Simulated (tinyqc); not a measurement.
## Graded p-n junction, non-linear Poisson equation by Newton steps: starts and damping rules compared

One dimension, p side on the left, n side on the right; net doping C = (Nd - Na)/2 + ((Nd + Na)/2) tanh(x/Lg). The potential psi is counted from the intrinsic level, and the quasi-Fermi potentials are flat: 0 for holes and -V for electrons, so n = ni exp((psi + V)/Vt) and p = ni exp(-psi/Vt) (Boltzmann statistics, full ionisation, no current).

a_i = eps0 eps_r/h_i for the interval from node i to i + 1, with h_i = x_(i+1) - x_i in cm.

n_i = ni exp((psi_i + V)/Vt), p_i = ni exp(-psi_i/Vt), rho_i = p_i - n_i + C_i, g_i = (n_i + p_i)/Vt. Box widths w_i = (h_(i-1) + h_i)/2 in cm. Residual F_i = a_i (psi_(i+1) - psi_i) - a_(i-1) (psi_i - psi_(i-1)) + q rho_i w_i; Jacobian: a_(i-1) and a_i beside the diagonal, b_i = -a_(i-1) - a_i - q g_i w_i on it. The two end nodes are fixed.

Iterations until the largest undamped |d| is below 1e-9 V (the last, tiny step is counted), with a cap of 100; "overflow" would mean that an exponential left the range of double precision. Starts:
- neutral: psi_p = -Vt ln(Na/ni) on nodes with x < 0 and psi_n = Vt ln(Nd/ni) - V on the others.
- depletion: The parabolas of an abrupt Na-Nd junction in the depletion approximation: psi_p + q Na (x + xp)^2/(2 eps0 eps_r) for -xp < x < 0, psi_n - q Nd (xn - x)^2/(2 eps0 eps_r) for 0 < x < xn, flat outside, with W = sqrt(2 eps0 eps_r (psi_n - psi_p)(1/Na + 1/Nd)/q), xp = W Nd/(Na + Nd), xn = W Na/(Na + Nd), psi_p = -Vt ln(Na/ni), psi_n = Vt ln(Nd/ni) - V.
- linear: A straight line in x from psi_p = -Vt ln(Na/ni) at the first node to psi_n = Vt ln(Nd/ni) - V at the last.

Rules for the step d, which solves the tridiagonal system a_(i-1) d_(i-1) + b_i d_i + a_i d_(i+1) = -F_i:
- full Newton steps: the full step is added.
- logarithmic damping: each component d is damped to sign(d) Vt ln(1 + |d|/Vt) before it is added.
- steps capped at 4 Vt: if the largest |d| exceeds 4 Vt, the whole step is scaled down so that it equals 4 Vt.
- halved steps: half of the step is added while the largest |d| exceeds 1.5 Vt, the full step after that.

Inputs (values chosen for the exercise); band and dielectric values close to those of gallium arsenide: temperature T = 300 K; band gap Eg = 1.43 eV; relative permittivity eps_r = 13; conduction-band density of states at T Nc = 4.46e17 cm^-3; valence-band density of states at T Nv = 9.16e18 cm^-3; acceptor density of the p side Na = 2.9e16 cm^-3; donor density of the n side Nd = 3.9e15 cm^-3; bias of the p side against the n side V = 0 V; grading length Lg = 370 nm.

Constants: q = 1.602176634e-19 C, kB = 1.380649e-23 J/K, Vt = kB T/q, eps0 = 8.8541878128e-14 F/cm where lengths are in cm. Results are converted to the units shown.

| node | x (nm) | net doping C (cm^-3) |
|---|---|---|
| 0 | -2800 | -2.90000e16 |
| 1 | -1950 | -2.89991e16 |
| 2 | -1250 | -2.89618e16 |
| 3 | -669 | -2.81387e16 |
| 4 | -195 | -2.04971e16 |
| 5 | 195 | -4.60292e15 |
| 6 | 672 | 3.05216e15 |
| 7 | 1250 | 3.86178e15 |
| 8 | 1970 | 3.89922e15 |
| 9 | 2840 | 3.89999e15 |
| 10 | 3900 | 3.90000e15 |

ni = 1.96854e6 cm^-3

Iterations needed:

|  | full Newton steps | logarithmic damping | steps capped at 4 Vt | halved steps |
|---|---|---|---|---|
| neutral | 15 | 19 | 17 | 10 |
| depletion | 12 | 13 | 11 | 8 |
| linear | overflow | 17 | 18 | overflow |

The fewest iterations, 8, are needed by halved steps from the depletion start. No result within 100 iterations: full Newton steps from the linear start; halved steps from the linear start. Lowest count for the worst start: steps capped at 4 Vt, at most 18 iterations.

Computed by the program tinyqc: `OMP_NUM_THREADS=1 python tinyqc.py 2000161 2000162 out.jsonl`, one thread of a shared Intel Xeon 2.30GHz, about 0.04 s for the whole run.
